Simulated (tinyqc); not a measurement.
Hoppings from the band edges.

Question. A dimerised chain has bands +/- sqrt(dl^2 + t1^2 + t2^2 + 2 t1 t2 cos k). Its semi-infinite form starts with the bond t1 and has no state bound to its end; such a state exists only for t1 < t2. Find t1 and t2.

Values chosen for this exercise: site energy, +dl on A and -dl on B dl = 0 eV.

bottom and top of the upper band (eV): 0.32  2.32

Solution. The top gives t1 + t2 = sqrt(E^2 - dl^2) and the bottom |t1 - t2|; the end state decides which is larger.

t1 = 1.320 eV
t2 = 1.000 eV

tinyqc, about 0.02 s, one thread, Intel Xeon 2.30GHz (shared host): `OMP_NUM_THREADS=1 python tinyqc.py 2680112 2680113 out.jsonl`
